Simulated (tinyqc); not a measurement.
# Frequency dispersion of an accumulation capacitance by border traps, distributed model, step by step

Numbers from tinyqc (`OMP_NUM_THREADS=1 python tinyqc.py 2202055 2202056 out.jsonl`; about 0.5 s on one thread of a shared Intel Xeon 2.30GHz). Printed values are rounded.

Traps spread evenly through the insulator exchange electrons with the semiconductor by tunnelling, with tau(x) = t0 exp(2 ka x) at depth x from the interface. The admittance per area Y seen at depth x obeys dY/dx = -Y^2/(i w eps0 eox) + q Nb ln(1 + i w tau)/tau, with Y(0) = i w Cs and w = 2 pi f; the gate sees Y(tox) = G + i w C. Working variable y = Y/(i w), in uF/cm^2. Cox = eps0 eox/tox.

Parameters, values chosen for the exercise; permittivity close to that of silicon dioxide:

| symbol | value | unit | meaning |
|---|---|---|---|
| eox | 3.94 |  | relative permittivity of the insulator |
| tox | 4.2 | nm | insulator thickness |
| Cs | 2.3 | uF/cm^2 | semiconductor capacitance in accumulation |
| Nb | 1e20 | cm^-3 eV^-1 | density of border traps |
| ka | 3.7 | 1/nm | decay constant of the wave function in the insulator |
| t0 | 2e-9 | s | time constant of a trap at the interface |
| f | 1e5 | Hz | frequency |
| xe | 1.6 | nm | depth down to which the steps are taken |

Constants: q = 1.602176634e-19 C, eps0 = 8.8541878128e-14 F/cm where lengths are in cm. Results are converted to the units shown.

## Scales and lumped estimate

Cox; trap-free value 1/(1/Cox + 1/Cs); response depth d = ln(1/(w t0))/(2 ka), where w tau = 1; lumped estimate: all traps within d act as C_bt = q Nb d placed at d/2, so C = 1/{1/[1/(1/Cs + d/(2 eps0 eox)) + C_bt] + (tox - d/2)/(eps0 eox)}.

Cox = 0.830607 uF/cm^2
trap-free C = 0.610232 uF/cm^2
d = 0.902610 nm
C_bt = 1.44614 uF/cm^2
lumped C = 0.721889 uF/cm^2

The traps within reach amount to 0.629 Cs and lie in the first 21.5 % of the insulator.

## Midpoint steps through the active depth

In terms of y: dy/dx = -y^2/(eps0 eox) + s(x), s = q Nb ln(1 + z)/z, z = i w tau. 8 midpoint steps of h = xe/8: y_half = y + (h/2) y'(x, y), y(new) = y + h y'(x + h/2, y_half).

```
point	x (nm)	s (uF/(cm^2 nm))	y (uF/cm^2)
0	0	1.60218-0.00101i	2.30000+0.00000i
1	0.2	1.60216-0.00442i	2.31489-0.00040i
2	0.4	1.60186-0.01942i	2.32634-0.00204i
3	0.6	1.59616-0.08486i	2.33489-0.00918i
4	0.8	1.49852-0.33900i	2.33672-0.03968i
5	1	0.87135-0.64440i	2.27914-0.13154i
6	1.2	0.25910-0.39149i	2.09883-0.19665i
7	1.4	0.06242-0.14865i	1.89788-0.19782i
8	1.6	0.01439-0.04744i	1.71982-0.17536i
```

## Capacitance and conductance at the gate

y at xe = 1.71982-0.17536i uF/cm^2

Beyond xe the traps are ignored, so 1/y(tox) = 1/y(xe) + (tox - xe)/(eps0 eox); C = Re y, G/w = -Im y, loss tangent G/(w C).

y at the gate = 0.755643-0.033570i uF/cm^2
C = 0.755643 uF/cm^2
G/w = 0.0335701 uF/cm^2
loss tangent = 0.0444258

A fine integration over the whole insulator gives C = 0.75724 and G/w = 0.03542 uF/cm^2; the coarse G/w is 5.2 % below that. The fine C is 24 % above the trap-free value, and the lumped estimate is 4.7 % below the fine result.
